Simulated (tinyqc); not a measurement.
Voltage drop against the pad pitch.

A grid of 13 by 13 nodes with segments Rx (rows) and Ry (columns); every node draws I1 and the central node kh I1; pads with resistance Rp sit at the nodes whose row and column are multiples of the pitch, counting from 0. The drops u = Vdd - V follow from G u = i, with G the conductance matrix and i the load currents, solved directly.

Parameters, values chosen for the exercise:
- Vdd = 0.75 V (supply voltage)
- Rx = 0.3 ohm (resistance of a horizontal segment)
- Ry = 1.1 ohm (resistance of a vertical segment)
- Rp = 0.47 ohm (resistance from a pad node to the supply)
- kh = 3 (factor on the load at the hot node)
- I1 = 0.28 mA (load current of a node in the large grid)

Voltage drop against the pad pitch:
columns A: pitch (nodes); B: pads; C: worst drop (mV); D: mean drop (mV); E: largest drop at a pad (mV); F: largest pad current (mA); G: worst drop over Vdd (%)
```
A     B       C       D       E       F        G
1   169  0.2031  0.1332  0.2031  0.4321  0.02708
2    49  0.7235  0.5708  0.5996   1.276  0.09646
3    25   1.512   1.241   1.169   2.487   0.2017
4    16   2.727   2.110   1.725   3.671   0.3636
6     9   4.891   4.258   3.411   7.258   0.6521
12    4   15.38   13.03   5.626   11.97    2.051
```

The worst drop goes from 0.203 to 15.4 mV while the number of pads falls from 169 to 4; between the last two rows it goes as pitch^(1.65). The largest drop at a pad is 100 % of the worst drop in the first row and 36.6 % in the last; the rest falls along the wires.

Program tinyqc, `OMP_NUM_THREADS=1 python tinyqc.py 2770134 2770135 out.jsonl`; Intel Xeon 2.30GHz, shared host, one thread, about 0.08 s.
